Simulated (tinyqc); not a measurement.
Fermi velocity from one capacitance.

Question. At zero temperature and without traps graphene has Cq = 2 q^3 phi/(pi hbar^2 vF^2), charge Cq phi/2, 1/C_G = 1/Cox + 1/Cq and Vg = phi + Cq phi/(2 Cox). Find Cq, phi, vF and n.

Constants: q = 1.602176634e-19 C, hbar = 1.054571817e-34 J s. Results are converted to the units shown.

Vg = 0.63841056 V
C_G = 1.0391413 uF/cm^2
Cox = 1.3317421 uF/cm^2

Solution. The series relation gives Cq, the voltage relation phi = Vg/(1 + Cq/(2 Cox)), and the formula for Cq then vF.

Cq = 4.730 uF/cm^2
phi = 0.2300 V
vF = 1.070e6 m/s
n = 3.395e12 cm^-2

tinyqc, about 0.01 s, one thread, Intel Xeon 2.30GHz (shared host): `OMP_NUM_THREADS=1 python tinyqc.py 2200144 2200145 out.jsonl`
